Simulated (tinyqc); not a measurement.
Classical Heisenberg spin chain: exact results, Metropolis, heat-bath and over-relaxation steps, and a Monte Carlo run: one step, computed by the program tinyqc. Command: `OMP_NUM_THREADS=1 python tinyqc.py 3130471 3130472 out.jsonl heismc walk`. One thread of a shared host (Intel(R) Xeon(R) Processor @ 2.30GHz), about 0.2 s of CPU time with the checks.

E = -J sum_i s_i . s_(i+1) for unit vectors s_i on an open chain; K = J/(k_B T).

Task: Exact results. Each bond angle is independent, so u = <s_i . s_(i+1)> = coth K - 1/K, <s_i . s_(i+n)> = u^n, correlation length xi = -1/ln|u|, energy per bond -J u, heat capacity per bond c/k_B = 1 - K^2/sinh^2 K, and for the long chain chi = mu^2 (1 + u)/(3 k_B T (1 - u)) per spin.

Inputs (values chosen for the exercise, for a model chain of large moments): coupling J = 5.4 meV; temperature T = 17.5 K; moment mu = 3.2 mu_B.

Constants: k_B = 8.617333262e-05 eV/K; mu_B = 5.7883818060e-05 eV/T.

Give: K; u; xi; energy per bond; heat capacity; chi over the Curie value; chi.

Result:

K = 3.581

u = 0.7223

xi = 3.074 sites

energy per bond = -3.900 meV

heat capacity = 0.9601 k_B/bond

chi over the Curie value = 6.202

chi = 0.8125 mu_B/T per spin

For |K| >> 1, |u| = 1 - 1/|K| and xi = |K| - 1/2 = 3.08: the chain orders only at T = 0, and c tends to k_B, not to zero, a failure of classical spins.
